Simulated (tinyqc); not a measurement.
Armchair graphene nanoribbon in tight binding: sweeps and comparisons. A value that a table varies takes the place of the one given here.

An armchair ribbon of N dimer lines, width (N - 1) sqrt3 acc/2, period 3 acc, one pz orbital a site. In line n, A_n binds to B_n with -t exp(ik/3), times (1 + d) in the two edge lines, and to B_(n-1) and B_(n+1) with -t exp(-ik/6); k runs from -pi to pi. For d = 0 the modes across the ribbon are sin(n p pi/(N + 1)), p = 1 to N, with E = -/+ t sqrt(1 + 4 c^2 + 4 c cos(k/2)), c = cos(p pi/(N + 1)).

Constants: hbar^2/2m0 = 3.80998211 eV angstrom^2.

Values chosen for the exercise (near those used for graphene; shifted at random, so the results belong to these values and not to a real crystal): t = 2.91 eV (hopping); acc = 1.42 angstrom (bond length); N0 = 18 (first width); d1 = 0.13 (edge correction); N = 5 (dimer lines); d = 0.12 (relative strengthening of the edge bonds); k = 1.43 (k times the period 3 acc).

## Three families of gaps

Nine widths from N0 on, gaps at k = 0 with d = 0 and d = d1.

Gaps:

| N | family | width (angstrom) | gap, d = 0 (eV) | gap, d1 (eV) | gap x (N + 1) sqrt3 acc/2 (eV angstrom) |
|---|---|---|---|---|---|
| 18 | 3p | 20.91 | 0.5465 | 0.4414 | 10.31 |
| 19 | 3p+1 | 22.14 | 0.5356 | 0.6496 | 15.98 |
| 20 | 3p+2 | 23.37 | 0.0000 | 0.1021 | 2.64 |
| 21 | 3p | 24.60 | 0.4731 | 0.3815 | 10.32 |
| 22 | 3p+1 | 25.82 | 0.4648 | 0.5631 | 15.93 |
| 23 | 3p+2 | 27.05 | 0.0000 | 0.0892 | 2.63 |
| 24 | 3p | 28.28 | 0.4170 | 0.3359 | 10.33 |
| 25 | 3p+1 | 29.51 | 0.4106 | 0.4970 | 15.89 |
| 26 | 3p+2 | 30.74 | 0.0000 | 0.0792 | 2.63 |

Without edge correction the 3p+2 ribbons have no gap and the other two families nearly share one curve. With it the mean of the last column is 15.93 for 3p+1, 10.32 for 3p and 2.63 eV angstrom for 3p+2: the stronger edge bonds raise the gap of 3p+1, lower that of 3p and open one in 3p+2. Within a family the gap falls about as 1/width. One-electron gaps of this kind leave out the self-energy and exciton terms, which are large in narrow ribbons.

## Mass and gap go together

Nine widths from N0 on. Lowest conduction band for d = d1: m/m0 = c q^2/(E(q) - E(0)) with q = h/(3 acc), h = 0.001, c = hbar^2/2m0. Dirac rule: m = Eg/(2 v^2), that is m/m0 = c Eg/(hbar v)^2 with hbar v = 3 t acc/2.

Masses:

| N | gap (eV) | mass (m0) | Dirac rule (m0) |
|---|---|---|---|
| 18 | 0.4414 | 0.0394 | 0.0438 |
| 19 | 0.6496 | 0.0697 | 0.0644 |
| 20 | 0.1021 | 0.0100 | 0.0101 |
| 21 | 0.3815 | 0.0345 | 0.0378 |
| 22 | 0.5631 | 0.0598 | 0.0558 |
| 23 | 0.0892 | 0.0087 | 0.0088 |
| 24 | 0.3359 | 0.0307 | 0.0333 |
| 25 | 0.4970 | 0.0523 | 0.0493 |
| 26 | 0.0792 | 0.0078 | 0.0079 |

The ratio of mass to the Dirac rule runs from 0.90 (N = 18) to 1.08 (N = 19). Its mean is 0.91 for N = 3p, 1.07 for 3p+1 and 0.99 for 3p+2: the lowest modes of 3p and 3p+1 lie on opposite sides of the Dirac point, where the velocity along the ribbon differs. The largest gap (N = 19) and the heaviest mass (N = 19) belong to one ribbon.

## What each parameter does

Gap at k = 0, lowest positive level at k, and highest level at k = 0. Each row changes one parameter from the base and keeps the others.

Results:

| case | gap (eV) | lowest level at k (eV) | top of the band (eV) |
|---|---|---|---|
| base | 0.3387 | 2.0973 | 8.0116 |
| t = 3.056 eV | 0.3557 | 2.2025 | 8.4136 |
| N = 6 | 1.2037 | 2.2795 | 8.1937 |
| d = 0.17 | 0.4737 | 2.1221 | 8.0392 |
| k = 1.144 | 0.3387 | 1.6942 | 8.0116 |

The largest shifts from the base row, up to three for each result and ties (the steps differ in size, so this ranks the rows, not the parameters). gap (eV): N +0.8650, d +0.1350, t +0.0170; unchanged at the printed digits by k. lowest level at k (eV): k -0.4031, N +0.1822, t +0.1052. top of the band (eV): t +0.4020, N +0.1820, d +0.0275; unchanged at the printed digits by k.

Program tinyqc; command `OMP_NUM_THREADS=1 python tinyqc.py 1482112 1482113 out.jsonl`; about 0.04 s on one thread of a shared Intel(R) Xeon(R) Processor @ 2.30GHz.
